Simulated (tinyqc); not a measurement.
Worked calculation: plane-wave Kohn-Sham cycle with exchange-only LDA in a layered model solid. One step of it, computed by the program tinyqc.

Problem. Iteration 1: levels at that k. Diagonalise the Hermitian matrix.

H (hartree), order -3, -2, -1, +0, +1, +2, +3:
```
[[6.761680, -0.320000, 0.000000, 0.000000, 0.000000, 0.000000, 0.000000],
 [-0.320000, 2.563833, -0.320000, 0.000000, 0.000000, 0.000000, 0.000000],
 [0.000000, -0.320000, 0.231696, -0.320000, 0.000000, 0.000000, 0.000000],
 [0.000000, 0.000000, -0.320000, -0.234732, -0.320000, 0.000000, 0.000000],
 [0.000000, 0.000000, 0.000000, -0.320000, 1.164550, -0.320000, 0.000000],
 [0.000000, 0.000000, 0.000000, 0.000000, -0.320000, 4.429542, -0.320000],
 [0.000000, 0.000000, 0.000000, 0.000000, 0.000000, -0.320000, 9.560244]]
```

Give: eigenvalues.

Solution.

eigenvalues (hartree): [-0.4555, 0.3329, 1.2087, 2.5836, 4.4410, 6.7860, 9.5802]
